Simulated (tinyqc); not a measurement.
Koster-Slater impurity in a tight-binding band, by Green functions and by supercells: one step, computed by the program tinyqc.

One orbital per site, e(k) = -2 t sum cos(k_i) over 1 direction(s), band from -2 t to 2 t, lattice constant 1. One site has the extra energy U. Spin is left out.

Problem. The supercell Hamiltonian at Gamma. H_ij = -t for each bond from i to j, images included (two bonds add when N = 2); H_11 = U; sites are numbered with the last coordinate running fastest. Diagonalise.

Inputs (values chosen for the exercise, for a model band): hopping t = 1.3 eV; impurity potential U = -2.25 eV; supercell edge N = 5 sites.

Lattice: chain.

Give: H; levels.

Solution.

H (eV):
$$\begin{pmatrix}
-2.25 & -1.30 & 0.00 & 0.00 & -1.30 \\
-1.30 & 0.00 & -1.30 & 0.00 & 0.00 \\
0.00 & -1.30 & 0.00 & -1.30 & 0.00 \\
0.00 & 0.00 & -1.30 & 0.00 & -1.30 \\
-1.30 & 0.00 & 0.00 & -1.30 & 0.00
\end{pmatrix}$$

levels (eV): [-3.492, -1.561, -0.803, 1.503, 2.103]
